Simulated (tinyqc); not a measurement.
Gain against bias and Miller's formula: avalanche multiplication and breakdown of a junction from ionisation integrals. Computed by tinyqc, a small Python program. Command: `OMP_NUM_THREADS=1 python tinyqc.py 3008453 3008454 out.jsonl impact walk`. One thread of a shared host (Intel(R) Xeon(R) Processor @ 2.30GHz), about 0.01 s of CPU time with the checks.

Ionisation coefficients follow the local field. Position x runs through the depletion layer from the p side (x = 0), where electrons enter, to the n side (x = w), where holes enter. The built-in voltage is neglected.

Inputs (values chosen for the exercise, modelled on 4H-SiC): electron prefactor a_n = 1.74e+08 1/cm; electron field b_n = 3.28e+07 V/cm; hole prefactor a_p = 3.45e+08 1/cm; hole field b_p = 2.43e+07 V/cm; exponent c = 1; permittivity eps = 9.7; doping N of the lightly doped side = 5.9e+16 1/cm^3.

Junction: one-sided abrupt n+p.

Constants: e = 1.602176634e-19 C; eps_0 = 8.8541878128e-12 F/m.

Method:
- alpha_n = a_n exp(-(b_n/F)^c), alpha_p = a_p exp(-(b_p/F)^c).
- Field F = F_m (1 - s), w = eps eps_0 F_m/(e N), V = F_m w/2, with s = 1 - x/w (the peak lies at the n+ side).
- With Phi(x) = int_0^x (alpha_n - alpha_p) dx': 1 - 1/M_n = I_n = int_0^w alpha_n exp(-Phi) dx and M_p = M_n exp(-Phi(w)); trapezoid rule on 401 even points; breakdown at I_n = 1.
- Solve I_n(F_m) = 1.
- Miller's exponent n is defined by 1 - 1/M = (V/V_B)^n for the larger M.

breakdown voltage = 428.890 V

critical field F_m = 3.07262 MV/cm

Gain:
```
V/V_B   V (V)  F_m (MV/cm)     M_n     M_p  Miller exponent n
0.50   214.44       2.1727  1.0006    1.08             3.8376
0.60   257.33       2.3800  1.0028    1.26             3.1136
0.70   300.22       2.5707  1.0112    1.76             2.3633
0.80   343.11       2.7482  1.0431    3.28             1.6308
0.90   386.00       2.9149  1.2123    9.98             1.0022
0.95   407.45       2.9948  1.6627   26.31             0.7555
0.98   420.31       3.0417  3.1555   78.69             0.6330
0.99   424.60       3.0572  5.7008  167.29             0.5965
```

What does the comparison show, and why?

The larger gain passes 2 between 0.700 and 0.800 of V_B and reaches 167 at 0.99. Miller's exponent runs from 0.60 to 3.8, so it is not a constant: a fit holds over a narrow range only. From the first row to the last the voltage grows by a factor 1.98 and the peak field by 1.41.

Extremes, crossings and ranges named in words are read from the listed rows.
